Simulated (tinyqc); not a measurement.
A periodic Ge profile (wiggle well): inter-valley coupling by envelope functions against a chain of atomic planes.

Chain: E(phi) = e0 + 2 v cos(phi) + 2 u cos(2 phi), cos(phi0) = -v/(4u), e0 = 2u + v^2/(4u); plane j = 0, 1, ... has the potential V_j = dE x_j + F (j - 30) a/4 (1 MV/m = 1e-4 V/angstrom). There are 30 barrier planes a side; with y = j - 29.5, x_j = xb (f(y) + f(Nw - y)), f(y) = 1/(1 + exp(y/L)), plus any Ge added in the well. The valley splitting is the spacing of the two lowest levels. Envelope theory: F_j solves a one-valley chain with hopping -b and diagonal 2b + V_j, b = 4u sin^2(phi0), sum F_j^2 = 1; the valleys couple by Dv = sum_j F_j^2 V_j exp(-2 i phi0 j) and split by 2|Dv|.

Values chosen for the exercise (near those of the Delta valleys of silicon in a SiGe well; not measured data):
```
symbol  value  unit      meaning
a       5.431  angstrom  lattice constant; planes lie a/4 apart
u       0.583  eV        second-neighbour hopping
v       0.641  eV        nearest hopping
Nw      58               planes in the well
L       1.25   planes    interface width
xb      0.28             Ge fraction of the barriers
dE      0.5    eV        offset per unit Ge fraction
F       8      MV/m      field
xw      0.014            mean Ge fraction of the wiggle
```

periods (planes): pi/phi0 1.69884, pi/(pi - phi0) 2.43093

Added fraction xw (1 - cos(2 pi (j - 30)/p)) on the well planes; p = f times the resonant period pi/(pi - phi0). At resonance the estimate is dE xw.

Against period:
```
f     p (planes)  mean of the doublet (meV)  splitting, chain (micro-eV)  envelope
0.90      2.1878                      34.64                          623       665
0.95      2.3094                      34.51                         3469      3593
0.98      2.3823                      34.65                         6122      6185
0.99      2.4066                      34.71                         6655      6657
1.00      2.4309                      34.73                         6851      6804
1.01      2.4552                      34.71                         6689      6621
1.02      2.4796                      34.66                         6224      6155
1.05      2.5525                      34.51                         3997      3913
1.10      2.6740                      34.59                         1253      1173
1.50      3.6464                      34.73                           35        34
3.00      7.2928                      34.74                            5         5
```

What can be read from this table?

The splitting peaks at f = 1 with 6.85 meV, against the estimate dE xw = 7.00 meV, and is 0.89 and 0.91 of the value at f = 1 two per cent off to either side: the width of the resonance is set by the number of periods under the envelope. At f = 3 it is 5 micro-eV. The chain has one orbital a plane and knows only this resonance; longer periods that work through other bands are outside it.

Run: tinyqc, `OMP_NUM_THREADS=1 python tinyqc.py 1481691 1481692 out.jsonl`; Intel(R) Xeon(R) Processor @ 2.30GHz, one thread, shared host; about 0.07 s of CPU time with all checks.
